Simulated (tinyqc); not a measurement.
From results back to parameters: band edges of strained Si(1-x)Ge(x) on relaxed Si(1-y)Ge(y). Three cases, with inputs chosen for the exercise.

Problem. A layer on a (001) buffer has its Delta valleys split into the four in the plane and the two along z: E(Delta4) - E(Delta2) = XuD (e_par - e_perp), e_perp = -2 (C12/C11) e_par, e_par = (a(y) - a(x))/a(x). The splitting is given; find the strain and the Ge fraction y of the buffer.

Values are linear in the Ge fraction but for ED(x) = linear - CD x (1 - x) and a(x) = linear - Ca x (1 - x). Energies are on the common scale of Ev.

Find: e_par; a(y); y.

Method. e_par = splitting/(XuD (1 + 2 C12/C11)) with the values at x; a(y) = a(x)(1 + e_par); a(y) rises steadily with y, so one root lies in the range.

Case 1.

Values chosen (end members near Si and Ge, in this order; the results hold for these values, not for the real material): a = (5.432, 5.653) angstrom (lattice constant); Ca = 0 angstrom (bowing of the lattice constant); XuD = (9.23, 9.23) eV (uniaxial potential, Delta); C11 = (165.3, 128.3) GPa; C12 = (63, 47.7) GPa; x = 0.28 (Ge fraction of the layer).

E(Delta4) - E(Delta2) = -0.182756 eV

Solution.

e_par = -0.01126
a(y) = 5.4320 angstrom
y = 0

Case 2.

Values chosen (end members near Si and Ge, in this order; the results hold for these values, not for the real material): a = (5.432, 5.656) angstrom (lattice constant); Ca = 0 angstrom (bowing of the lattice constant); XuD = (8.89, 9.37) eV (uniaxial potential, Delta); C11 = (168, 128.9) GPa; C12 = (64.5, 48.6) GPa; x = 0.21 (Ge fraction of the layer).

E(Delta4) - E(Delta2) = -0.136281 eV

Solution.

e_par = -0.00859
a(y) = 5.4320 angstrom
y = 0

Case 3.

Values chosen (end members near Si and Ge, in this order; the results hold for these values, not for the real material): a = (5.434, 5.658) angstrom (lattice constant); Ca = 0 angstrom (bowing of the lattice constant); XuD = (9.02, 9.11) eV (uniaxial potential, Delta); C11 = (165.7, 126.7) GPa; C12 = (64, 48.3) GPa; x = 0.25 (Ge fraction of the layer).

E(Delta4) - E(Delta2) = -0.163300 eV

Solution.

e_par = -0.01020
a(y) = 5.4340 angstrom
y = 0

Computed by tinyqc, one run a case: `OMP_NUM_THREADS=1 python tinyqc.py N N+1 out.jsonl` with N = 1080582, 1080593, 1080632; one thread of a shared Intel(R) Xeon(R) Processor @ 2.30GHz, about 0.02 s a run at most.
